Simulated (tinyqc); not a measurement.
Shallow acceptor in the spherical model (Baldereschi-Lipari), strong spin-orbit limit: one step, computed by the program tinyqc.

The 1S(3/2) state has an s envelope f(r) and a d envelope g(r). In effective units they obey -(f'' + 2f'/r + 2f/r) + mu (g'' + 5g'/r + 3g/r^2) = E f and -(g'' + 2g'/r - 6g/r^2 + 2g/r) + mu (f'' - f'/r) = E g. The cubic term, the split-off band and the central cell are left out.

Problem. Lowest level in the small basis. H c = E S c with c^T S c = 1 and the largest component positive; the d weight is the part of the norm in g.

H (Ry*), lower triangle (symmetric):
```
            f1         f2        f3         g1        g2        g3
f1     -0.9271
f2  -0.9018484  -0.319375
f3  -0.6435278   1.430170  11.69141
g1   0.3648749  0.8457939  1.073039  0.5134333
g2   0.4997873   2.280468  5.286212   1.343112  5.946458
g3   0.4230249   3.123670  14.25293   1.563439  11.27883  44.00911
```

S, lower triangle (symmetric):
```
          f1        f2        f3        g1        g2        g3
f1  1.000000
f2  0.737557  1.000000
f3  0.328017  0.737557  1.000000
g1  0.000000  0.000000  0.000000  1.000000
g2  0.000000  0.000000  0.000000  0.602088  1.000000
g3  0.000000  0.000000  0.000000  0.156013  0.602088  1.000000
```

Give: E; coefficients; d weight.

Solution.

E = -1.244 Ry*

coefficients: f1 0.3948, f2 0.6498, f3 -0.0437, g1 -0.1621, g2 -0.1919, g3 0.0225

d weight = 0.09473

Caution: gamma_3 and gamma_2 differ by more than 0.17 gamma_1: band warping, left out here, adds several per cent to the binding.
